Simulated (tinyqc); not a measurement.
Worked calculation: LCCD on RHF in the 3-21g basis, for H2, spin multiplicity 1. One step of it, computed by the program tinyqc.

Problem. Integrals over molecular orbitals. (pq|rs) = sum C_ip C_jq C_kr C_ls (ij|kl), one index at a time.

coefficients C, order 1H 1s, 1H 2s, 2H 1s, 2H 2s:
```
[[0.269157, 0.133397, 0.842648, -0.993575],
 [0.342856, 1.354300, -0.669665, 1.180251],
 [0.269157, -0.133397, 0.842648, 0.993575],
 [0.342856, -1.354300, -0.669665, -1.180251]]
```

core Hamiltonian H = T + V (hartree), order 1H 1s, 1H 2s, 2H 1s, 2H 2s:
```
[[-0.773617, -0.872353, -0.559312, -0.656456],
 [-0.872353, -0.917484, -0.656456, -0.801605],
 [-0.559312, -0.656456, -0.773617, -0.872353],
 [-0.656456, -0.801605, -0.872353, -0.917484]]
```

Two-electron integrals (ij|kl) in chemists' order, unique and non-zero (hartree):
```
(11|11) 1.140145   (21|11) 0.611403   (21|21) 0.345152   (22|11) 0.626370
(22|21) 0.380329   (22|22) 0.482957   (31|11) 0.255931   (31|21) 0.146910
(31|22) 0.165571   (31|31) 0.084817   (32|11) 0.276332   (32|21) 0.168723
(32|22) 0.213896   (32|31) 0.104401   (32|32) 0.149740   (33|11) 0.588657
(33|21) 0.368389   (33|22) 0.486601   (33|31) 0.255931   (33|32) 0.395274
(33|33) 1.140145   (41|11) 0.395274   (41|21) 0.224197   (41|22) 0.249010
(41|31) 0.104401   (41|32) 0.122836   (41|33) 0.276332   (41|41) 0.149740
(42|11) 0.454701   (42|21) 0.278251   (42|22) 0.360365   (42|31) 0.137596
(42|32) 0.189942   (42|33) 0.454701   (42|41) 0.189942   (42|42) 0.292005
(43|11) 0.368389   (43|21) 0.229192   (43|22) 0.303375   (43|31) 0.146910
(43|32) 0.224197   (43|33) 0.611403   (43|41) 0.168723   (43|42) 0.278251
(43|43) 0.345152   (44|11) 0.486601   (44|21) 0.303375   (44|22) 0.412850
(44|31) 0.165571   (44|32) 0.249010   (44|33) 0.626370   (44|41) 0.213896
(44|42) 0.360365   (44|43) 0.380329   (44|44) 0.482957
```

Give: one-electron integrals over orbitals h = C^T H C; Two-electron integrals over orbitals.

Solution.

one-electron integrals over orbitals h = C^T H C (hartree):
```
[[-1.162, 0.000, -0.147, 0.000],
 [0.000, -0.589, 0.000, 0.199],
 [-0.147, 0.000, 0.016, 0.000],
 [0.000, 0.199, 0.000, 0.267]]
```

Two-electron integrals over orbitals (pq|rs), unique and non-zero (hartree):
```
(11|11) 0.608       (21|21) 0.103       (22|11) 0.458       (22|22) 0.417
(31|11) 0.147       (31|22) 0.065       (31|31) 0.104       (32|21) -1.31e-03
(32|32) 0.035       (33|11) 0.543       (33|22) 0.419       (33|31) 0.129
(33|33) 0.508       (41|21) -0.081      (41|32) -0.041      (41|41) 0.118
(42|11) -0.140      (42|22) -0.067      (42|31) -0.081      (42|33) -0.118
(42|42) 0.079       (43|21) -0.113      (43|32) -0.026      (43|41) 0.128
(43|43) 0.167       (44|11) 0.619       (44|22) 0.470       (44|31) 0.187
(44|33) 0.574       (44|42) -0.169      (44|44) 0.694
```
